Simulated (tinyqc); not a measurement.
Choosing the offset: vacuum evaporation: vapour pressure, source flux, thickness distribution, purity and step coverage. Computed by tinyqc, a small Python program. Command: `OMP_NUM_THREADS=1 python tinyqc.py 3113178 3113179 out.jsonl evap walk`. One thread of a shared host (Intel(R) Xeon(R) Processor @ 2.30GHz), about 0.01 s of CPU time with the checks.

Molecular flow, unit sticking of the metal, no re-evaporation. The background gas is taken as water vapour (18.015 g/mol, collision diameter 0.37 nm) at 300 K.

Inputs (values chosen for the exercise, modelled on aluminium, with constants for the liquid): directionality n = 1; source-to-wafer distance h = 59 cm; wafer radius R = 2.5 cm.

Method. Rotating wafer, source offset by s and facing upwards: thickness at radius r is the mean over the angle a of (1 + (r^2 + s^2 - 2 r s cos a)/h^2)^(-(n + 3)/2), by 360 equal steps; non-uniformity (max - min)/(max + min) over 21 radii from 0 to R. The curvature at the centre vanishes at s/h = sqrt(2/(n + 3)).

Against the offset:

| s/h | centre thickness | edge over centre | non-uniformity (%) |
|---|---|---|---|
| 0.0 | 1.0000 | 0.9964 | 0.17938 |
| 0.2 | 0.9246 | 0.9970 | 0.15264 |
| 0.4 | 0.7432 | 0.9982 | 0.09078 |
| 0.5 | 0.6400 | 0.9988 | 0.05755 |
| 0.6 | 0.5407 | 0.9995 | 0.02730 |
| 0.7 | 0.4504 | 1.0000 | 0.00174 |
| 0.8 | 0.3718 | 1.0004 | 0.01858 |
| 0.9 | 0.3052 | 1.0007 | 0.03388 |
| 1.1 | 0.2047 | 1.0010 | 0.05214 |

What follows from these numbers?

The best row, s/h = 0.7, has 0.0017 % against 0.18 % on the axis, at the price of a rate lower by a factor 2.22; the small-wafer optimum is sqrt(2/(n + 3)) = 0.71.

Extremes, crossings and ranges named in words are read from the listed rows.
